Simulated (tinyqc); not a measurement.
Signal and retention of a DRAM cell: two steps of the calculation.

A stored one starts at Vd and leaks: Cs dV/dt = -I(V), I = a sqrt((V + Vb)/(Vd + Vb)) + b, with a = Ig exp[-(Eg1 q/kB)(1/T - 1/T0)] (generation in a depletion layer) and b = Is exp[-(Es q/kB)(1/T - 1/T0)]. The bit line is precharged to Vd/2, and charge sharing gives the signal (V - Vd/2) Cs/(Cs + Cb).

Inputs (values chosen for the exercise):
```
symbol,value,unit,meaning
Vd,1.5,V,array voltage
Cs,13,fF,cell capacitance
Cb,82,fF,bit-line capacitance
dm,36,mV,smallest signal that the sense amplifier resolves
sg,0.87,,deviation of ln(retention time) over the cells
Nc,4.29e9,,cells
tr,32,ms,refresh interval
```

Constants: q = 1.602176634e-19 C. Results are converted to the units shown.

Task 1. Signal and margin. The cell fails below Vc = Vd/2 + dm (Cs + Cb)/Cs.

Find: transfer ratio; signal of a fresh one; Vc; charge that may be lost; the same in electrons.

Result 1.

transfer ratio = 0.13684
signal of a fresh one = 102.63 mV
Vc = 1.0131 V
charge that may be lost = 6.3300 fC
the same in electrons = 39509

Task 2. Failing cells. This time is the median of a log-normal spread: failing cells = Nc erfc(z/sqrt 2)/2, z = ln(t/tr)/sg. One failure is expected at the interval where that count equals 1.

retention time = 3.1850114 s

Find: z; failing cells; interval for one failure.

Result 2.

z = 5.2879
failing cells = 265.39
interval for one failure = 14.098 ms

The weakest cell of the array lies about 6.23 deviations out, a factor of 226 below the median; the chosen interval is longer than that time.

Range of the model: Real arrays also hold a tail of unusually leaky cells and cells whose retention varies in time, which this model lacks.

Numbers from tinyqc (`OMP_NUM_THREADS=1 python tinyqc.py 2130073 2130074 out.jsonl`; about 0.01 s on one thread of a shared Intel Xeon 2.30GHz).
